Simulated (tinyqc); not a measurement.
What each parameter does: heterojunction of two tight-binding chains.

Left chain: hopping -t1, sites at 2 t1 (band bottom 0). Right chain: hopping -t2, sites at dE + 2 t2 (bottom dE). t = c/(m a^2), c = hbar^2/2m0. The bond across the interface is -tc with tc = f sqrt(t1 t2), and the last left site has the extra energy U. In a chain E = bottom + 2t (1 - cos(ka)); the surface Green function of a half chain is g = -exp(ika)/t, with Im k > 0 where cos(ka) > 1.

Constants: hbar^2/2m0 = 3.80998211 eV angstrom^2.

Parameters, chosen for this exercise (masses and offset of the size met at InGaAs / InP; not measured data):
- a = 2.8 angstrom (site spacing)
- m1 = 0.042 m0 (mass on the left)
- m2 = 0.083 m0 (mass on the right)
- dE = 0.22 eV (band offset)
- f = 1 (factor on the interface hopping)
- U = 0 eV (extra energy on the last left site)
- E = 0.243 eV (electron energy)

T = 4 Im(S1) Im(S2) |G|^2 with G = 1/(E - 2 t1 - U - S1 - S2), S1 = -t1 exp(i k1 a), S2 = -(tc^2/t2) exp(i k2 a).

Results for these values:
```
case       T    k1 a    k2 a
base  0.8423  0.1450  0.0627
```

What happens to each result for m2 = 0.0996 m0, all else kept?

Answer: T rises from 0.8423 to 0.8719; k1 a does not change at the printed digits; k2 a rises from 0.0627 to 0.0687.

The same for each parameter in turn:
```
case                    T    k1 a    k2 a
base               0.8423  0.1450  0.0627
m1 = 0.0504 m0     0.8108  0.1589  0.0627
m2 = 0.0996 m0     0.8719  0.1450  0.0687
dE = 0.17 eV       0.9831  0.1450  0.1117
f = 0.9            0.4136  0.1450  0.0627
U = 0.2 eV         0.8423  0.1450  0.0627
a = 2.24 angstrom  0.8426  0.1160  0.0501
```

Program tinyqc; command `OMP_NUM_THREADS=1 python tinyqc.py 1480714 1480715 out.jsonl`; about 0.01 s on one thread of a shared Intel(R) Xeon(R) Processor @ 2.30GHz.
